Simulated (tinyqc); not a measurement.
Capacitance measurement on a leaky thin oxide: effects of series resistance and leakage: two steps of the calculation.

The device is a capacitance C in parallel with a leakage conductance G, in series with Rs and Ls. An impedance meter reports either a parallel pair (Cp, Gp) from Y = 1/Z = Gp + i w Cp or a series pair (Cs, Rm) from Z = Rm + 1/(i w Cs); w = 2 pi f, dissipation D = Gp/(w |Cp|).

Values chosen for this exercise; values of the order met in thin-oxide MOS capacitors: relative permittivity of the gate insulator (close to silicon dioxide) eox = 3.9; insulator thickness tox = 2.3 nm; gate area A = 10000 um^2; oxide-equivalent thickness added by the accumulation layer zc = 0.53 nm; oxide-equivalent thickness added by gate depletion zp = 0 nm; gate leakage current density, not matched to the thickness Jg = 0.85 A/cm^2; voltage for an e-fold rise of the leakage Vs = 0.37 V; series resistance Rs = 190 ohm; series inductance Ls = 70 nH; measuring frequency f = 1e6 Hz.

Constants: eps0 = 8.8541878128e-14 F/cm where lengths are in cm. Results are converted to the units shown.

Problem 1. True capacitance and conductance. EOT = 3.9 tox/eox; CET = EOT + zc + zp; C = 3.9 eps0 A/CET; G = Jg A/Vs.

Give: EOT; CET; C; G.

Solution 1.

EOT = 2.3000 nm
CET = 2.8300 nm
C = 122.02 pF
G = 229.73 uS

Problem 2. What the meter reports. Z = Rs + i w Ls + 1/(G + i w C).

C = 122.01884 pF
G = 229.72973 uS

Give: Z; Cp; Gp; Cs; D.

Solution 2.

Z = 548.6-1196.4i ohm
Cp = 109.91 pF
Gp = 316.68 uS
Cs = 133.02 pF
D = 0.45856

Cp is 9.9 % below C and Cs is 9.0 % above it; G Rs = 0.0436, w C Rs = 0.146 and G/(w C) = 0.300.

tinyqc, about 0.01 s, one thread, Intel Xeon 2.30GHz (shared host): `OMP_NUM_THREADS=1 python tinyqc.py 2022073 2022074 out.jsonl`
